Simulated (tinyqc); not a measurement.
Vertical double-diffused power MOSFET, components of the on-resistance: one step of the calculation.

Stripe cells of pitch Wp + a, two channels a cell. Current flows through the channels, spreads in the accumulation layer, passes the gap between the p bodies and spreads at 45 degrees into the drift layer below them. Low drain voltage, full ionisation.

Question. Components of the on-resistance. Pitch p = Wp + a, Cox = 3.9 eps0/tox; zero-bias depletion in the gap w0 = sqrt(2 eps0 eps_r Vbi/(q N Nj)), open gap g = a - 2 w0; R_ch = Lc p/(2 mch Cox Vov); R_acc = 0.6 a p/(4 mac Cox Vov), 0.6 being an empirical factor for current leaving the layer along its length; R_gap = (rho/Nj) xp p/g; spreading depth t = min(W, (p - g)/2); R_drift = (rho p/2) ln((g + 2 t)/g) + rho (W - t); R_on = the sum with Rs.

Values chosen for this exercise; bulk values close to those of 4H silicon carbide: relative permittivity eps_r = 9.77; gate oxide thickness (eps_r 3.9) tox = 31 nm; gate overdrive Vov = 7 V; channel mobility mch = 38 cm^2/(V s); accumulation-layer mobility mac = 73 cm^2/(V s); channel length Lc = 0.7 um; width of the p body in one cell, channels included Wp = 2.5 um; gap between neighbouring p bodies a = 3.6 um; depth of the p body xp = 1.8 um; doping of the gap over the drift doping Nj = 5; built-in voltage of the body junction Vbi = 2.96 V; substrate and contact resistance Rs = 0.29 mohm cm^2.

Constants: q = 1.602176634e-19 C, eps0 = 8.8541878128e-14 F/cm where lengths are in cm. Results are converted to the units shown.

N = 8.0186992e15 cm^-3
W = 15.130523 um
mu = 840 cm^2/(V s)
rho = 0.92663009 ohm cm

Wanted: w0; g; components; R_on; shares.

Answer.

w0 = 0.28235 um
g = 3.0353 um
components (mohm cm^2): channel 0.72055, accumulation 0.57870, gap 0.067041, drift 1.4573, substrate 0.29000
R_on = 3.1136 mohm cm^2
shares (%): channel 23.142, accumulation 18.586, gap 2.153, drift 46.805, substrate 9.314

The drift term is the largest. R_on is 2.22 times the ideal drift resistance, and spreading raises the drift term to 1.04 times it.

tinyqc, about 0.01 s, one thread, Intel Xeon 2.30GHz (shared host): `OMP_NUM_THREADS=1 python tinyqc.py 2230058 2230059 out.jsonl`
